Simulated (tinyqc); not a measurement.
Scattering of inversion-layer electrons by surface optical phonons of the gate insulator (remote phonon scattering): one step, computed by the program tinyqc. Command: `OMP_NUM_THREADS=1 python tinyqc.py 3113098 3113099 out.jsonl sophonon walk`. One thread of a shared host (Intel(R) Xeon(R) Processor @ 2.30GHz), about 0.02 s of CPU time with the checks.

One subband with the Fang-Howard envelope; insulator and channel are half-spaces, the gate is far away, and an interlayer only moves the polar surface away by t (its own modes and its permittivity contrast are left out).

Task: Surface modes and strengths. eps(w) = eps_inf + (eps_0s - eps_i) w1^2/(w1^2 - w^2) + (eps_i - eps_inf) w2^2/(w2^2 - w^2). Surface modes solve eps(w) + eps_s = 0, a quadratic in w^2; the strength of a mode is g = 2/(w d eps/dw). Occupation N = 1/(exp(hbar w/(k_B T)) - 1).

Inputs (values chosen for the exercise, modelled on HfO2 on germanium): static constant of the insulator eps_0s = 21.6; intermediate constant eps_i = 6.59; optical constant eps_inf = 5.01; hbar omega_TO1 = 12.5 meV; hbar omega_TO2 = 47 meV; constant of the channel eps_s = 16.2; temperature T = 200 K.

Constants: k_B = 8.617333262e-05 eV/K.

Give: hbar omega_SO; strengths g; occupations N; hbar omega g (2 N + 1).

Result:

hbar omega_SO (meV): 1 16.07, 2 48.81

strengths g: 1 0.01710, 2 0.00359

occupations N: 1 0.6491, 2 0.0626

hbar omega g (2 N + 1) (meV): 1 0.6316, 2 0.1972

The lower mode has the larger hbar omega g N, the prefactor of absorption before the dependence on q: 0.178 and 0.0110 meV.
